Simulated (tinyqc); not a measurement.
From results back to parameters: inversion layer as a triangular well, valleys of the Si type. Two cases, with inputs chosen for the exercise.

Problem. The spacing of the two lowest levels of one ladder was computed from a hidden sheet density Ns.

The field is taken as constant, e F = 4 pi (e^2/4 pi eps0)(Nd + eta Ns)/eps, with 1e12/cm^2 = 1e-4/angstrom^2, and the oxide as a hard wall at z = 0; c = hbar^2/2m0.

Level j of a valley lies at E_j = a_j (c (e F)^2/m_z)^(1/3) above the band edge at the surface, with the Airy zeros a_j = 2.338107, 4.087949, 5.520560, 6.786708, 7.944134, 9.022651, 10.040174, 11.008524, 11.936016, 12.828777, and has <z> = 2 E_j/(3 e F).

Constants: hbar^2/2m0 = 3.80998211 eV angstrom^2; e^2/(4 pi eps0) = 14.39964547 eV angstrom.

Case 1.

Values chosen (near those of Si; the results hold for these values, not for the real material): m_z = 0.3155 m0 (confinement mass); eps = 11.6 (dielectric constant); Nd = 0.11 x 1e12/cm^2 (depletion charge); eta = 0.5 (share of Ns in the effective field).

E_1 - E_0 = 77.2159 meV

Case 2.

Values chosen (near those of Si; the results hold for these values, not for the real material): m_z = 0.2557 m0 (confinement mass); eps = 11.9 (dielectric constant); Nd = 1.7 x 1e12/cm^2 (depletion charge); eta = 0.75 (share of Ns in the effective field).

E_1 - E_0 = 119.7492 meV

Find: F; Ns.

Solution. e F = sqrt(m_z/c) [(E_1 - E_0)/(a_1 - a_0)]^(3/2), with a_0 and a_1 the first two zeros; then Ns = (eps e F/(4 pi e^2/4 pi eps0) - Nd)/eta.

Case 1.

F = 0.2667 MV/cm
Ns = 3.20 x 1e12/cm^2

Case 2.

F = 0.4638 MV/cm
Ns = 1.80 x 1e12/cm^2

Computed by tinyqc, one run a case: `OMP_NUM_THREADS=1 python tinyqc.py N N+1 out.jsonl` with N = 1250890, 1250908; one thread of a shared Intel(R) Xeon(R) Processor @ 2.30GHz, about 0.02 s a run at most.
